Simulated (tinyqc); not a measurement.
Interdiffusion in a binary couple: Darken equations, Kirkendall shift and Boltzmann-Matano analysis. Changing the tracer diffusivity D*_B(0). Computed by tinyqc, a small Python program. Command: `OMP_NUM_THREADS=1 python tinyqc.py 3003829 3003830 out.jsonl darken sweep`. One thread of a shared host (Intel(R) Xeon(R) Processor @ 2.30GHz), about 0.2 s of CPU time with the checks.

x is the mole fraction of B; the molar volume is constant, and the two halves are long enough to count as infinite.

Inputs (values chosen for the exercise, for a model alloy A-B): tracer diffusivity D*_A(0) = 8.1e-14 m^2/s; slope k of ln D* with x = 1.4; regular-solution parameter W = 0.045 eV; temperature T = 1280 K; left composition x_L = 0.18; right composition x_R = 0.75; time t = 25000 s; composition x for the local step = 0.3.

Vacancy-wind correction: Manning, fcc.

Constants: k_B = 8.617333262e-05 eV/K.

Method:
- D*_i(x) = D*_i(0) exp(k x); thermodynamic factor Phi = 1 - 2 W x (1 - x)/(k_B T); with f0 = 0.7815, M0 = 2 f0/(1 - f0), den = M0 ((1 - x) D*_A + x D*_B): D_A = D*_A Phi [1 + 2 (1 - x)(D*_A - D*_B)/den], D_B = D*_B Phi [1 - 2 x (D*_A - D*_B)/den]; interdiffusion D~ = x D_A + (1 - x) D_B.
- With lambda = z/sqrt(t), the profile solves d/dlambda (D~ dx/dlambda) + (lambda/2) dx/dlambda = 0 with x = x_L and x_R far to the left and right; z = 0 is the original interface. It is solved as a boundary-value problem in y = lambda/sqrt(D~ at the mean composition) on -12 < y < 12 (collocation, tolerance 1e-8).
- Lattice planes move with v = (D_B - D_A) dx/dz; markers from the original interface stay at one composition, where z_K = 2 t v.

One run for each value; columns: (1) tracer diffusivity D*_B(0) (m^2/s); (2) marker position z_K (um); (3) composition at the markers; (4) interdiffusion coefficient D~ at the local x (m^2/s):
```
(1)           (2)      (3)         (4)
1.00e-14  -26.376  0.40961  4.5727e-14
1.70e-14  -23.093  0.42027  5.0562e-14
2.90e-14  -17.908  0.43674  5.9310e-14
4.80e-14  -10.601  0.45836  7.4156e-14
8.10e-14    0.000  0.48499  1.0216e-13
1.40e-13   14.326  0.51128  1.5685e-13
2.30e-13   29.911  0.52926  2.4677e-13
3.90e-13   49.402  0.54171  4.1565e-13
6.50e-13   71.935  0.54891  6.9973e-13
```

Describe and explain the trends.

Over the rows, marker position z_K (um) rises from -26.4 to 71.9; composition at the markers rises from 0.410 to 0.549 (exponent d ln y / d ln x 0.048 between the first rows and 0.026 between the last); interdiffusion coefficient D~ at the local x (m^2/s) rises from 4.57e-14 to 7.00e-13 (exponent d ln y / d ln x 0.19 between the first rows and 1.0 between the last). The shift vanishes where D*_B = D*_A = 8.1e-14 m^2/s and changes sign there.
